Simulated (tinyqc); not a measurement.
Capacitance measurement on a leaky thin oxide: effects of series resistance and leakage: one step of the calculation.

The device is a capacitance C in parallel with a leakage conductance G, in series with Rs and Ls. An impedance meter reports either a parallel pair (Cp, Gp) from Y = 1/Z = Gp + i w Cp or a series pair (Cs, Rm) from Z = Rm + 1/(i w Cs); w = 2 pi f, dissipation D = Gp/(w |Cp|).

Question. True capacitance and conductance. EOT = 3.9 tox/eox; CET = EOT + zc + zp; C = 3.9 eps0 A/CET; G = Jg A/Vs.

Parameters, values chosen for the exercise; values of the order met in thin-oxide MOS capacitors: relative permittivity of the gate insulator (close to silicon dioxide) eox = 3.9; insulator thickness tox = 0.93 nm; gate area A = 100 um^2; oxide-equivalent thickness added by the accumulation layer zc = 0.31 nm; oxide-equivalent thickness added by gate depletion zp = 0.38 nm; gate leakage current density, not matched to the thickness Jg = 0.0033 A/cm^2; voltage for an e-fold rise of the leakage Vs = 0.32 V.

Constants: eps0 = 8.8541878128e-14 F/cm where lengths are in cm. Results are converted to the units shown.

Give: EOT; CET; C; G.

Answer.

EOT = 0.9300 nm
CET = 1.620 nm
C = 2.132 pF
G = 0.01031 uS

Program tinyqc, `OMP_NUM_THREADS=1 python tinyqc.py 2022081 2022082 out.jsonl`; Intel Xeon 2.30GHz, shared host, one thread, about 0.01 s.
